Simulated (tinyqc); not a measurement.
## Resistance of a tapered via with liner, size effect and interface: via resistance against the height

A round via whose diameter grows from db at the bottom as D(z) = db + 2 z/tan(ang). The fill, of diameter D - 2 tl, starts above the bottom liner (thickness fb tl) and has rho = rho0 (1 + ks lam/(D - 2 tl)); the sidewall liner conducts in parallel with it. The bottom liner and the interface are crossed over the full area pi db^2/4. Spreading in the lines above and below is left out.

Slices between z0 = fb tl and hv, evaluated at their midpoints: conductance per length pi/4 [(D - 2 tl)^2/rho + (D^2 - (D - 2 tl)^2)/rl], slice resistance = slice height over that. 2000 slices. R_fill = sum of the slices; R_bottom = rl fb tl/(pi db^2/4); R_interface = ri/(pi db^2/4); ballistic (Sharvin) limit 1/(Sb pi (db - 2 tl)^2/4); ideal cylinder rho0 hv/(pi db^2/4).

Values chosen for this exercise; fill metal close to cobalt:
```
symbol,value,unit,meaning
db,9.4,nm,diameter at the bottom
ang,86,degrees,sidewall angle
rho0,6.11,uohm cm,bulk resistivity of the fill
lam,11.8,nm,mean free path of the fill
ks,0.7,,size-effect factor
tl,1.7,nm,liner on the sidewall
fb,1,,liner at the bottom over that on the sidewall
rl,320,uohm cm,resistivity of the liner
ri,6.6e-12,ohm cm^2,interface resistivity at the bottom
Sb,1e15,S/m^2,"ballistic conductance per area, about 3/(4 rho0 lam)"
```

The same in every row: R_bottom (ohm) = 78.389; R_interface (ohm) = 9.5104; ballistic limit (ohm) = 35.368.

Results:
```
hv (nm)  R_fill (ohm)  R (ohm)  R over ideal cylinder  largest part
5.6            15.402   103.30                 20.952  bottom liner
8.2            24.085   111.98                 15.511  bottom liner
12             34.985   122.88                 11.631  bottom liner
17             46.794   134.69                 8.9991  bottom liner
36             75.774   163.67                 5.1639  bottom liner
52             89.806   177.71                 3.8815          fill
75             102.38   190.28                 2.8816          fill
```

Estimate the missing row, hv = 25 nm.

Computed row:
```
hv (nm)  R_fill (ohm)  R (ohm)  R over ideal cylinder  largest part
25             61.386   149.29                 6.7824  bottom liner
```

With this row back in the table: R rises from 103 to 190 ohm. The bottom liner is the largest part at hv = 5.6, the fill from 52 on. The share of the two bottom terms goes from 85.1 to 46.2 %. For hv = 5.6, 8.2, 12, 17, 25 the ballistic limit exceeds half of R_fill, so the diffusive model understates R.

tinyqc, about 0.01 s, one thread, Intel Xeon 2.30GHz (shared host): `OMP_NUM_THREADS=1 python tinyqc.py 2750021 2750022 out.jsonl`
